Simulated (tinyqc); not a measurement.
# AlGaN/GaN HEMT with access regions, lumped model: what changes with what

A polarisation-induced electron sheet under a Schottky gate, in series with two ungated access regions and contacts. Drift law v = mu E/(1 + mu E/vs) under the gate. Currents in mA/mm, resistances in ohm mm. No self-heating, no channel-length modulation; fits for polarisation, barrier and offset are chosen for the exercise.

Inputs (values chosen for the exercise); values close to those of AlGaN/GaN structures: aluminium share of the barrier x = 0.33; barrier thickness d = 30 nm; relative permittivity of barrier and channel eps_r = 9.2; channel mobility mu = 1400 cm^2/(V s); saturation velocity vs = 1e7 cm/s; gate length Lg = 0.5 um; source access length Ls = 1 um; drain access length Ld = 12 um; resistance of each contact Rc = 0.17 ohm mm; gate voltage Vg = -1 V; critical field Ec = 2.8 MV/cm; depth over which the depleted charge spreads te = 0.4 um; insulator under the field plate tf = 100 nm; relative permittivity of that insulator ei = 3.9.

Constants: q = 1.602176634e-19 C, eps0 = 8.8541878128e-14 F/cm where lengths are in cm. Results are converted to the units shown.

Each table varies one quantity; the others keep the values above.

## Effect of the share of the drain-access electrons removed by traps

sigma = (5e13 x + 1.6e13 x^2) cm^-2, phiB = 0.84 + 1.3 x, dEc = 0.7 (1.71 x + x^2) in volts, Cb = eps0 eps_r/d, VT = phiB - dEc - q sigma/Cb, access density n0 = -Cb VT/q. Access resistance R(L, n) = L/(q mu n sqrt(1 - (I/(q n vs))^2)); Rs = Rc + R(Ls, n0), Rd = Rc + R(Ld, (1 - ft) n0). Vg' = Vg - I Rs, Vd' = Vd - I (Rs + Rd); with u = Vg' - VT, Vc = vs Lg/mu and w the smaller of Vd' and Vc [sqrt(1 + 2 u/Vc) - 1] (0 if negative), the channel gives (mu Cb/Lg)(u w - w^2/2)/(1 + w/Vc). I equals that channel current. Isat is I at Vd = 10 V, gm = dIsat/dVg, Ron the limit of Vd/I at small Vd.

The same in every row: VT (V) = -9.966; n0 (cm^-2) = 1.689e13.

Effect of the share of the drain-access electrons removed by traps:
```
ft   Ron (ohm mm)  Isat (mA/mm)  gm (mS/mm)
0           3.918          1645       199.5
0.1         4.270          1610       89.88
0.2         4.710          1494       32.41
0.3         5.276          1340       13.44
0.4         6.030          1168       6.073
0.5         7.085         985.6       2.827
0.6         8.669         796.8       1.288
0.7         11.31         603.0      0.5388
```

As ft goes from 0 to 0.7, Ron rises from 3.92 to 11.3 ohm mm, Isat falls from 1650 to 603 mA/mm and gm falls from 200 to 0.539 mS/mm. The ceiling Cb vs is 272 mS/mm. In every row the power passes 5 W/mm, where self-heating, left out here, lowers the current. In every row the barrier is thick and rich enough in aluminium to relax or crack. For ft = 0.1 to 0.7 the gated channel is not yet saturated at 10 V, because the access regions take the voltage, and gm drops.

## Field plate: effect of the aluminium share of the barrier

Off state: a depleted stretch that holds the voltage V has the peak field sqrt(k V), k = 2 q n0/(eps0 eps_r te), so one edge holds V1 = Ec^2/k. The sheet under the plate pinches off at Vf = q n0 (1/Cb + tf/(eps0 ei)); beyond it the gate edge is screened. BV = V1 if Vf >= V1, else Vf + V1, and at most Ec Ld.

The same in every row: Ec Ld (V) = 3360.

Results:
```
x     Vf (V)  V1 (V)  BV (V)
0.14   30.80   135.4   166.2
0.18   42.37   98.40   140.8
0.22   54.23   76.88   131.1
0.26   66.38   62.81   62.81
0.3    78.82   52.90   52.90
0.38   104.6   39.88   39.88
```

Estimate the missing row, x = 0.34.

Computed row:
```
x     Vf (V)  V1 (V)  BV (V)
0.34   91.54   45.54   45.54
```

With this row back in the table: BV falls from 166 to 39.9 V. The plate helps (Vf < V1) in 3 of the 7 rows, and the access length caps BV in 0. More sheet charge lowers Ron but steepens the field, so V1 falls. For x = 0.34 to 0.38 the barrier is thick and rich enough in aluminium to relax or crack.

## Output curve without and with trapping

Same model as above.

The two columns take ft = 0 and ft = 0.1; collapse = 1 - (second)/(first).

Output curve without and with trapping:
```
Vd (V)  I, ft = 0 (mA/mm)  I, ft = 0.1 (mA/mm)  collapse (%)
0.25                63.72                58.48         8.226
0.5                 127.2                116.7         8.210
1                   253.0                232.3         8.179
2                   497.2                456.9         8.116
3                   727.1                668.6         8.042
4                   938.2                863.7         7.942
6                    1293                 1195         7.562
8                    1546                 1445         6.493
12                   1645                 1645         0.000
```

Read the table: what changes, and by how much?

Without trapping the current rises from 63.7 to 1650 mA/mm and first comes within 2 % of its last value at Vd = 12 V among the rows; with trapping that knee lies at 12 V. The collapse is 8.2 % in the first row, at most 8.2 % and 0 % in the last: once the gated channel saturates, the drain access only takes spare voltage. For Vd = 6 to 12 V the power passes 5 W/mm, where self-heating, left out here, lowers the current. In every row the barrier is thick and rich enough in aluminium to relax or crack.

Numbers from tinyqc (`OMP_NUM_THREADS=1 python tinyqc.py 2570068 2570069 out.jsonl`; about 0.02 s on one thread of a shared Intel Xeon 2.30GHz).
